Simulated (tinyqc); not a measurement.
Inside a calculation. Method: coherent transport through a tight-binding region between two chains. Computed by tinyqc, a small Python program that keeps every step. Settings: temperature = 300, mu = -0.14. Command: `OMP_NUM_THREADS=1 python tinyqc.py 29170 29171 out.jsonl` (the two numbers bound the seeds that draw the settings). One thread of a shared host (Intel(R) Xeon(R) Processor @ 2.60GHz), about 0.07 s of CPU time with the checks.

## Transmission at E = 0.41 eV

H of the central region (eV):
$$\begin{pmatrix}
0.000000 & -1.070000 \\
-1.070000 & 0.000000
\end{pmatrix}$$

Leads: semi-infinite chains with site energy 0:
```
parameter                           value
lead hopping t (eV)              1.250000
coupling to the left lead (eV)   1.290000
coupling to the right lead (eV)  0.910000
left contact site                       1
right contact site                      2
```

E = 0.410000 eV

Surface Green function g = (E - i sqrt(4 t^2 - E^2)) / (2 t^2); self-energy tc^2 g on each contact site; G = (E - H - Sigma)^(-1); Gamma = -2 Im Sigma; T = Gamma_L Gamma_R |G_LR|^2; local density of states -Im G_ii / pi.

g = 0.131200-0.789168i 1/eV

G (1/eV):
$$\begin{pmatrix}
-0.060592-0.352160i & 0.513213+0.137450i \\
0.513213+0.137450i & 0.076766-0.654509i
\end{pmatrix}$$

local density of states (1/eV): [0.112096, 0.208337]

transmission = 0.969040

## Transmission across the band

The same steps on a grid of energies.

T(E):
```
E (eV)              T
-2.37500000  0.278722
-2.13750000  0.523653
-1.90000000  0.654365
-1.66250000  0.743400
-1.42500000  0.811069
-1.18750000  0.864805
-0.95000000  0.907599
-0.71250000  0.940617
-0.47500000  0.964216
-0.23750000  0.978422
0.00000000   0.983169
0.23750000   0.978422
0.47500000   0.964216
0.71250000   0.940617
0.95000000   0.907599
1.18750000   0.864805
1.42500000   0.811069
1.66250000   0.743400
1.90000000   0.654365
2.13750000   0.523653
2.37500000   0.278722
```

levels of the isolated region (eV): [-1.070000, 1.070000]

## Current

I = (2e/h) int T(E) [f(E - mu - V/2) - f(E - mu + V/2)] dE at 300 K with mu = -0.14 eV, the bias not changing H; 2e^2/h = 77.48092 microsiemens; the integral runs over the band on 4001 points.

Current:
```
V (volt)  I (microampere)
0.010000         0.760346
0.050000         3.801664
0.100000         7.602921
0.200000        15.202586
0.400000        30.379122
0.800000        60.550023
```
